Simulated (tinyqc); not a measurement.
Wafer bonding and layer transfer: bond energy, gap closing, particles, bonding of dissimilar wafers and hydrogen blisters: one step, computed by the program tinyqc.

gamma is the energy per area of each of the two surfaces; plates are isotropic, and both wafers have E1 and t1.

Task: Blistering after hydrogen implantation. A flat crack of radius r under a layer of thickness d, as a clamped plate: centre height w = 3 p r^4/(16 E' d^3), volume pi r^2 w/3, energy release G = 3 p^2 r^4/(32 E' d^3), E' = E1/(1 - nu^2). It grows when G = 2 gamma_s. The gas comes from the area pi r^2: p V = (dose x share/2) pi r^2 k_B T, and G = p w/2 = (3/2) N k_B T with N the H2 molecules per area. Share needed: G = 2 gamma_s. The pressure and height at growth are given for r = 10 d.

Inputs (values chosen for the exercise, for model wafers):
```
quantity                                      value        unit
Young's modulus E1                              140         GPa
Poisson ratio nu                               0.29           -
implant depth d                                0.57  micrometre
hydrogen dose                                   8.6   1e16/cm^2
share of the dose released as H2               0.18           -
surface energy of the weakened plane gamma_s      1       J/m^2
anneal temperature T                            725           K
```

Constants: k_B = 1.380649e-23 J/K.

Give: energy release G; share of the dose needed; pressure at growth; height at growth.

Result:

energy release G = 1.162 J/m^2

share of the dose needed = 0.3098

pressure at growth = 23.92 MPa

height at growth = 167.2 nm

The released gas does not suffice by this estimate. In this plate limit G depends on neither r nor d.
